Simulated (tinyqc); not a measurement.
Filling against narrowing: heavy doping: band filling, gap narrowing, band tails and the effective intrinsic density. Computed by tinyqc, a small Python program. Command: `OMP_NUM_THREADS=1 python tinyqc.py 3022946 3022947 out.jsonl gapnarrow walk`. One thread of a shared host (Intel(R) Xeon(R) Processor @ 2.30GHz), about 0.02 s of CPU time with the checks.

An n-type crystal above its Mott density, with all dopants ionised: n = N_D - N_A, ionised centres N_I = N_D + N_A. Valleys are taken as spherical with mass m_e.

Inputs (values chosen for the exercise, for a model semiconductor):
```
quantity                      value   unit
gap E_g                        5.68     eV
electron mass m_e             0.282    m_0
valleys M_c                       1      -
hole mass m_h                  2.68    m_0
dielectric constant eps        9.22      -
donor density N_D           1.2e+19  cm^-3
compensation ratio N_A/N_D      0.1      -
temperature T                   150      K
```

Conduction band: non-parabolic (Kane).

Constants: a_0 = 0.529177210903 angstrom; Ry = 13.605693123 eV; hbar^2/(2 m_0) = 3.80998212 eV angstrom^2; k_B = 8.617333262e-05 eV/K; e = 1.602176634e-19 C; eps_0 = 8.8541878128e-12 F/m; e^2/(4 pi eps_0) = 14.39964548 eV angstrom.

Method:
- n = N_D (1 - ratio); Ry* = Ry m_e/eps^2, a* = a_0 eps/m_e; r_s = (3/(4 pi n))^(1/3)/a*; k_F = (3 pi^2 n/M_c)^(1/3); Mott density (0.26/a*)^3.
- n = M_c (1/(2 pi^2)) (m_e/(hbar^2/2m_0))^(3/2) int sqrt(E (1 + aE)) (1 + 2 aE) f dE with a = (1 - m_e)^2/E_g, f = 1/(1 + exp((E - E_F)/k_B T)); trapezoid rule in t = sqrt(E/k_B T), step 0.02 up to 12; E_F by bisection from the band edge.
- Screening: q^2 = (e/(eps eps_0)) dn/dE_F. Exchange lowers the conduction band by (1/pi) k_F e^2/(4 pi eps_0 eps) (T = 0 Hartree-Fock at k_F, taken as a rigid shift). Screening raises the valence band by (q/2) e^2/(4 pi eps_0 eps) (static Coulomb hole). The narrowing is the sum; electron correlation and carrier-ion shifts are left out. Root-mean-square potential of randomly placed ions: V_rms = (e^2/(4 pi eps_0 eps)) sqrt(2 pi N_I/q).
- Absorption edge of a direct gap, from the valence band at k_F (T = 0 value) to the Fermi level: E_g - narrowing + E_F + (hbar^2/2m_0) k_F^2/m_h, k_F = (3 pi^2 n)^(1/3); the shift is the edge less E_g. n p/n_i^2 = exp(narrowing/k_B T) x (n/N) exp(-E_F/k_B T), N being the limit of n exp(-E_F/k_B T) far below the edge (taken at E_F = -12 k_B T); apparent narrowing = k_B T ln(n p/n_i^2).
- The compensation ratio is held; the absorption edge is given only for E_F above 2 k_B T.

n = 1.08e+19 cm^-3

Mott density = 3.39368e+18 cm^-3

Against carrier density (energies in meV):
```
n (cm^-3)     E_F  narrowing  apparent narrowing   V_rms  shift of the absorption edge
4.30e+18    29.18      69.16              55.099  37.746                       -36.376
7.60e+18    46.60      80.89              56.780  46.848                       -29.034
1.10e+19    61.20      88.95              55.019  54.212                       -21.024
1.70e+19    83.09      99.11              48.911  64.613                        -7.023
2.70e+19   113.89     110.99              35.967  78.039                        15.151
4.30e+19   155.54     124.40              13.750  94.441                        47.837
```

What follows from these numbers?

Narrowing grows with exponent 0.25 between the last rows (exchange goes as n^(1/3), the Coulomb hole as n^(1/6) in a degenerate parabolic band) and E_F with 0.67 (2/3 for a parabolic band at T = 0, towards 1/3 in a Kane band). The apparent narrowing peaks at 56.8 meV near 7.6e18 cm^-3 and then falls, as E_F grows faster than the narrowing. Where V_rms is above half of E_F, band tails blur the edge by more than small net shifts. The absorption edge turns from a red to a blue shift between 1.7e19 and 2.7e19 cm^-3.

Extremes, crossings and ranges named in words are read from the listed rows.
